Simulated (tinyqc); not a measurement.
Thermal, flicker and telegraph noise of a field-effect transistor: one step, computed by the program tinyqc. Command: `OMP_NUM_THREADS=1 python tinyqc.py 3030568 3030569 out.jsonl noise walk`. One thread of a shared host (Intel(R) Xeon(R) Processor @ 2.30GHz), about 0.01 s of CPU time with the checks.

Strong inversion, threshold roll-off and channel-length modulation left out; noise sources are uncorrelated and are given as one-sided spectral densities.

Problem. Thermal noise and corner. C_ox = 3.9 eps_0/t; V_c = 2 v_s L/mu; I = W C_ox v_s V_ov^2/(V_ov + V_c); g_m = W C_ox v_s V_ov (V_ov + 2 V_c)/(V_ov + V_c)^2; g_d0 = mu C_ox (W/L) V_ov. Thermal: S_I = 4 k_B T gamma g_d0; input-referred S_V = S_I/g_m^2; corner f_c where flicker equals thermal. Total input noise from 1 Hz to f_c: sqrt(S_V,thermal [f_c ln(f_c/1 Hz) + f_c - 1 Hz]).

Inputs (values chosen for the exercise, modelled on a silicon n-channel):
```
quantity                      value        unit
width W                         3.9  micrometre
length L                         30          nm
electrical oxide thickness t    1.5          nm
mobility mu                     150  cm^2/(V s)
saturation velocity v_s        0.98    1e7 cm/s
overdrive V_ov                 0.71           V
thermal noise factor gamma      1.5           -
frequency f                     100          Hz
temperature T                   400           K
```

Operating region: saturation. Flicker model: number with correlated mobility.

g_m = 7685.259 microsiemens

flicker S_I = 7.337529e-14 A^2/Hz

drain current I = 4024.833 microampere

Constants: k_B = 1.380649e-23 J/K; eps_0 = 8.8541878128e-12 F/m; e = 1.602176634e-19 C.

Give: thermal S_I; input-referred thermal noise; corner frequency f_c; input noise up to f_c; full shot noise 2eI over thermal S_I.

Solution.

thermal S_I = 1.056e-21 A^2/Hz

input-referred thermal noise = 4.229 nV/sqrt(Hz)

corner frequency f_c = 6.948e+09 Hz

input noise up to f_c = 1715 microvolt

full shot noise 2eI over thermal S_I = 1.221

At f the noise is flicker dominated (f_c/f = 6.95e7). Caution: the corner lies above 1 GHz, where the 1/f law is only an extrapolation.
